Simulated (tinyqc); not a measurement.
From results back to parameters: eight-band Kane k.p model. Three cases, with inputs chosen for the exercise.

Problem. In the Kane model 1/m = A_r + Ep (Eg + 2 Dso/3)/(Eg (Eg + Dso)) and the Roth formula gives g* = 2 - 2 Ep Dso/(3 Eg (Eg + Dso)). The mass and the g factor below were computed from hidden Ep and Dso.

Find: X; Y; Ep; Dso.

Method. Let X = 1/m - A_r and Y = (2 - g*)/2. Then X + Y = Ep/Eg and X - 2 Y = Ep/(Eg + Dso).

Case 1.

Values chosen (out of a larger set: near those of GaSb; not measured data): Eg = 0.823 eV (gap at Gamma to the s-like level); A_r = 0 (remote-band term in 1/m).

m = 0.0362795 m0
g* = -8.48600

Solution.

X = 27.564
Y = 5.243
Ep = 27.00 eV
Dso = 0.758 eV

Case 2.

Values chosen (out of a larger set: near those of CdTe; not measured data): Eg = 1.604 eV (gap at Gamma to the s-like level); A_r = -0.9 (remote-band term in 1/m).

m = 0.1056823 m0
g* = -0.84143

Solution.

X = 10.362
Y = 1.421
Ep = 18.90 eV
Dso = 0.909 eV

Case 3.

Values chosen (out of a larger set: near those of CdTe; not measured data): Eg = 1.618 eV (gap at Gamma to the s-like level); A_r = 0 (remote-band term in 1/m).

m = 0.0982744 m0
g* = -0.76378

Solution.

X = 10.176
Y = 1.382
Ep = 18.70 eV
Dso = 0.905 eV

Computed by tinyqc, one run a case: `OMP_NUM_THREADS=1 python tinyqc.py N N+1 out.jsonl` with N = 1080322, 1080328, 1080348; one thread of a shared Intel(R) Xeon(R) Processor @ 2.30GHz, about 0.1 s a run at most.
